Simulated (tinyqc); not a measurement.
# Free and trapped electrons in a MOS channel with a dense trap tail: what changes with what

p-type body, charge-sheet picture, full ionisation (an idealisation for deep acceptors), Boltzmann statistics for free electrons. e = Ec - EF at the surface. Acceptor-like traps of density D(E) = D0 + De exp(-E/Ew) at depth E below Ec, from 0 to Eu, hold n_t = integral of D(E)/(1 + exp((e - E)/Vt)). psi = Eg - Vt ln(Nv/Na) - e; N_dep = sqrt(2 eps0 eps_r Na (psi - Vt)/q); n_f = sqrt(N_dep^2 + 2 eps0 eps_r Vt Nc exp(-e/Vt)/q) - N_dep; Vg = Vfb + psi + q (N_dep + n_t + n_f)/Cox, Cox = eps0 eox/tox.

Parameters, values chosen for the exercise; band and dielectric values close to those of 4H silicon carbide:
- T = 475 K (temperature)
- Eg = 3.23 eV (band gap)
- eps_r = 9.61 (relative permittivity)
- Nc = 3.45e19 cm^-3 (conduction-band density of states at T)
- Nv = 4.96e19 cm^-3 (valence-band density of states at T)
- eox = 3.9 (relative permittivity of the insulator)
- tox = 35 nm (insulator thickness)
- Na = 7.8e16 cm^-3 (acceptor density)
- Vfb = -2.07 V (flat-band voltage without trapped charge)
- D0 = 3.8e10 cm^-2 eV^-1 (constant background density of acceptor-like traps)
- De = 3.7e13 cm^-2 eV^-1 (density of the tail at the conduction edge)
- Ew = 0.1 eV (decay energy of the tail)
- Eu = 0.71 eV (depth below Ec down to which the traps reach)
- mf = 210 cm^2/(V s) (mobility of free electrons)

Constants: q = 1.602176634e-19 C, kB = 1.380649e-23 J/K, Vt = kB T/q, eps0 = 8.8541878128e-14 F/cm where lengths are in cm. Results are converted to the units shown.

Each table varies one quantity; the others keep the values above.

## Free and trapped charge against gate voltage

Free share n_f/(n_f + n_t); swing ln 10 n_f/(dn_f/dVg); field-effect mobility mf q (dn_f/dVg)/Cox, for a constant mf; oxide field q (N_dep + n_t + n_f)/(eps0 eox).

Result of one run:
columns A: Vg (V); B: e (eV); C: n_f (cm^-2); D: n_t (cm^-2); E: free share (%); F: swing (mV/decade); G: field-effect mobility (cm^2/(V s)); H: oxide field (MV/cm)
```
A         B         C         D      E     F      G      H
4.3  0.1986  3.854e10  6.771e11  5.386  1276  23.72  1.029
```

What becomes of these results when the gate voltage Vg is changed from 4.3 to 5.1 V, all else the same?

Result of the changed run:
columns A: Vg (V); B: e (eV); C: n_f (cm^-2); D: n_t (cm^-2); E: free share (%); F: swing (mV/decade); G: field-effect mobility (cm^2/(V s)); H: oxide field (MV/cm)
```
A         B         C         D      E     F      G      H
5.1  0.1512  1.184e11  1.048e12  10.15  2094  44.39  1.244
```

The whole series:
columns A: Vg (V); B: e (eV); C: n_f (cm^-2); D: n_t (cm^-2); E: free share (%); F: swing (mV/decade); G: field-effect mobility (cm^2/(V s)); H: oxide field (MV/cm)
```
A          B         C         D        E      F         G       H
2.5   0.6421   8.400e5   8.020e9  0.01047  158.5  0.004162  0.6418
3.4   0.3026   3.130e9  2.513e11    1.230  521.5     4.713  0.8019
4.3   0.1986  3.854e10  6.771e11    5.386   1276     23.72   1.029
5.1   0.1512  1.184e11  1.048e12    10.15   2094     44.39   1.244
6     0.1161  2.649e11  1.424e12    15.68   3141     66.23   1.492
6.9  0.09052  4.654e11  1.755e12    20.96   4288     85.22   1.741
7.8  0.07020  7.125e11  2.044e12    25.84   5501     101.7   1.993
8.6  0.05497  9.667e11  2.269e12    29.87   6614     114.8   2.217
9.5  0.04005  1.287e12  2.490e12    34.08   7895     128.0   2.470
```

n_f reaches 1e11 cm^-2 at Vg = 4.95 V, against 3.36 V without traps. The free share rises from 0.0105 to 34.1 % and the field-effect mobility rises from 0.00416 to 128 cm^2/(V s), although mf = 210 is constant: in the last row 61.0 % of Cox dVg goes into free electrons. The swing in the first row is 158 mV a decade (Vt ln 10 = 94.3). For Vg = 7.8, 8.6, 9.5 EF lies less than 2 Vt below the band edge, or above it, where degeneracy and confinement, left out, matter.

## Effect of the acceptor density

Vfb is held fixed. VT is the Vg for n_f = 1e11 cm^-2; swing ln 10 n_f/(dn_f/dVg) at n_f = 1e8 cm^-2; the last three columns are for Vg = VT + 2.8 V, with free share n_f/(n_f + n_t) and field-effect mobility mf q (dn_f/dVg)/Cox; there EF is near the band edge, where Boltzmann statistics are rough.

Effect of the acceptor density:
columns A: Na (cm^-3); B: e at VT (eV); C: VT (V); D: q n_t/Cox at VT (V); E: swing (mV/decade); F: n_f (cm^-2); G: free share (%); H: field-effect mobility (cm^2/(V s))
```
A          B      C       D      E         F      G      H
1e15  0.2400  1.647  0.7426  142.5  7.812e11  35.48  98.56
2e15  0.2285  1.886  0.8288  150.3  7.795e11  34.53  99.47
6e15  0.2087  2.406  0.9995  166.4  7.688e11  32.49  100.8
1e16  0.1990  2.730   1.095  175.9  7.597e11  31.32  101.2
3e16  0.1776  3.687   1.337  202.5  7.312e11  28.41  101.5
8e16  0.1579  4.993   1.602  236.3  6.975e11  25.52  100.9
2e17  0.1392  6.829   1.894  280.7  6.633e11  22.84  99.87
5e17  0.1204  9.597   2.231  343.3  6.319e11  20.40  99.26
```

Read the table: what changes, and by how much?

As Na goes from 1e15 to 5e17, VT rises from 1.65 to 9.60 V, its part due to traps rises from 0.743 to 2.23 V, the swing rises from 143 to 343 mV/decade and the field-effect mobility goes from 98.6 through a maximum of 102 (at Na = 3e16 among the rows listed) to 99.3 cm^2/(V s). Most of the rise of VT is depletion charge; the trap part grows since the same n_f needs EF nearer the band edge at heavier doping.

tinyqc, about 0.02 s, one thread, Intel Xeon 2.30GHz (shared host): `OMP_NUM_THREADS=1 python tinyqc.py 2222063 2222064 out.jsonl`
